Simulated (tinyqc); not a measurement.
Inside a calculation. Model: capacitance of parallel on-chip lines from Laplace's equation on a mesh.

tinyqc, about 0.6 s, one thread, Intel Xeon 2.30GHz (shared host): `OMP_NUM_THREADS=1 python tinyqc.py 2790206 2790207 out.jsonl` Printed values are rounded.

Cross-section of an endless row of equal lines between two grounded planes; neighbours are driven in antiphase (+1 V and -1 V), so the plane midway between two lines is at 0 V. By symmetry one quarter is solved: x runs from the centre of a line (column 0, mirror) to that midplane (column 3, 0 V), y from the mid-height of the line (row 0, mirror) to the ground plane (row 4, 0 V). The line fills columns 0 to 1 and rows 0 to 2 at 1 V. Cells beside the line (below row 2) have e2, cells above have e1. Each link between nodes has the conductance g = mean permittivity of the two cells beside it (a cell beyond a mirror counts as 0), and the free nodes obey sum g (V_neighbour - V) = 0.

Values chosen for this exercise:
- e1 = 2.4 (relative permittivity above and below the lines)
- e2 = 3.9 (relative permittivity between the lines)
- om = 1 (over-relaxation factor)

Constants: eps0 = 8.8541878128e-12 F/m. Results are converted to the units shown.

## Link conductances

gx[j, i] joins node (row j, column i) to column i + 1, gy[j, i] to row j + 1.

gx:

|  | col 0 | col 1 | col 2 |
|---|---|---|---|
| row 0 | 1.95 | 1.95 | 1.95 |
| row 1 | 3.9 | 3.9 | 3.9 |
| row 2 | 3.15 | 3.15 | 3.15 |
| row 3 | 2.4 | 2.4 | 2.4 |
| row 4 | 1.2 | 1.2 | 1.2 |

gy:

|  | col 0 | col 1 | col 2 | col 3 |
|---|---|---|---|---|
| row 0 | 1.95 | 3.9 | 3.9 | 1.95 |
| row 1 | 1.95 | 3.9 | 3.9 | 1.95 |
| row 2 | 1.2 | 2.4 | 2.4 | 1.2 |
| row 3 | 1.2 | 2.4 | 2.4 | 1.2 |

## Iteration 1: relaxation sweep

V at the start (V):

|  | col 0 | col 1 | col 2 | col 3 |
|---|---|---|---|---|
| row 0 | 1 | 1 | 0 | 0 |
| row 1 | 1 | 1 | 0 | 0 |
| row 2 | 1 | 1 | 0 | 0 |
| row 3 | 0 | 0 | 0 | 0 |
| row 4 | 0 | 0 | 0 | 0 |

One sweep visits the free nodes row by row from row 0, left to right, and replaces V by V + om (weighted mean of the neighbours - V), using new values at once.

V after sweep 1 (V):

|  | col 0 | col 1 | col 2 | col 3 |
|---|---|---|---|---|
| row 0 | 1.00000 | 1.00000 | 0.25000 | 0.00000 |
| row 1 | 1.00000 | 1.00000 | 0.31250 | 0.00000 |
| row 2 | 1.00000 | 1.00000 | 0.34673 | 0.00000 |
| row 3 | 0.25000 | 0.31250 | 0.16481 | 0.00000 |
| row 4 | 0.00000 | 0.00000 | 0.00000 | 0.00000 |

## Iteration 2: relaxation sweep

As before.

V after sweep 2 (V):

|  | col 0 | col 1 | col 2 | col 3 |
|---|---|---|---|---|
| row 0 | 1.00000 | 1.00000 | 0.40625 | 0.00000 |
| row 1 | 1.00000 | 1.00000 | 0.43824 | 0.00000 |
| row 2 | 1.00000 | 1.00000 | 0.41704 | 0.00000 |
| row 3 | 0.40625 | 0.39276 | 0.20245 | 0.00000 |
| row 4 | 0.00000 | 0.00000 | 0.00000 | 0.00000 |

## Course of the relaxation

Stop when no node changes by 1e-7 V. C = 4 eps0 sum g (difference of V along the link)^2, in aF/um.

Course of the iteration:

| sweep | C (aF/um) | largest change (V) |
|---|---|---|
| 1 | 268.319 | 0.347 |
| 2 | 243.810 | 0.156 |
| 3 | 241.538 | 0.0629 |
| 4 | 241.387 | 0.0166 |
| 5 | 241.377 | 4.27e-3 |
| 6 | 241.377 | 1.08e-3 |
| 7 | 241.377 | 2.74e-4 |
| 8 | 241.377 | 6.89e-5 |
| 9 | 241.377 | 1.73e-5 |
| 10 | 241.377 | 4.34e-6 |
| 11 | 241.377 | 1.09e-6 |
| 12 | 241.377 | 2.72e-7 |
| 13 | 241.377 | 6.81e-8 |

Converged in 13 sweeps. Over the last four sweeps the change shrinks by about 0.25 a sweep. C comes down from above, since the solution minimises the energy.

## Capacitance per length

converged V (V):

|  | col 0 | col 1 | col 2 | col 3 |
|---|---|---|---|---|
| row 0 | 1.00000 | 1.00000 | 0.49148 | 0.00000 |
| row 1 | 1.00000 | 1.00000 | 0.48297 | 0.00000 |
| row 2 | 1.00000 | 1.00000 | 0.44039 | 0.00000 |
| row 3 | 0.45925 | 0.41849 | 0.21472 | 0.00000 |
| row 4 | 0.00000 | 0.00000 | 0.00000 | 0.00000 |

C = 4 eps0 sum g (difference of V)^2 over all links (twice the energy of the four quarters, line at 1 V). Plate estimate without fringing: eps0 [2 e1 w/hd + 2 e2 t/(s/2)], w = 2 hx, t = 4 hx, s/2 = 2 hx, hd = 2 hx.

C = 241.377 aF/um
plate estimate = 180.625 aF/um

C depends on the shape only, not on the mesh step hx. Meshes 6, 12 and 24 times finer extrapolate (Aitken) to 229.5 aF/um; this mesh is 5.2 % above that, and the plate estimate is 21 % below it.
